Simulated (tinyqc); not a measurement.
Inside a calculation. Method: Hubbard ring of 3 sites. Computed by tinyqc, a small Python program that keeps every step. Settings: hopping = 1.57, U = 6.3, mixing = 1, iteration cap = 90. Command: `OMP_NUM_THREADS=1 python tinyqc.py 27286 27287 out.jsonl` (the two numbers bound the seeds that draw the settings). One thread of a shared host (Intel(R) Xeon(R) Processor @ 2.60GHz), about 0.2 s of CPU time with the checks.

one-body matrix (hopping and site energies) (eV), lower triangle:
```
           1          2         3
1   0.000000
2  -1.570000   0.000000
3  -1.570000  -1.570000  0.000000
```

U = 6.300000 eV

electrons, up and down: 2  1

n(up) at the start (a guess, not normalised): 1 0.667000, 2 0.667000, 3 0.667000

n(down) at the start (a guess): 1 0.333000, 2 0.333000, 3 0.333000

Each step fills the lowest levels of T + U n(other spin) and sets n(new) = n + mixing (n(out) - n); stop when output and input agree to 1e-8.

Course of the cycle:
```
iteration       E (eV)  largest |n(out) - n(in)|  mean |n_up - n_down|
1          -0.51000000                  3.33e-01              0.333333
2          -0.87027777                  1.97e-01              0.333333
3          -0.87027777                  2.22e-16              0.333333
```

Can the last value be used, and what does the course show?

No, though the log alone does not show it. Converged in 3 iterations. But random starts reach -1.57121 eV, so this is another stationary point, not the lowest one. Reruns (cap 100 unless said): mixing 0.2: converged in 88 to a higher stationary point (E = -0.87028); mixing 0.5: converged in 30 to a higher stationary point (E = -0.87028); mixing 0.9: converged in 11 to a higher stationary point (E = -0.87028). Before convergence this energy mixes input and output and is not variational, so it may rise towards its limit.
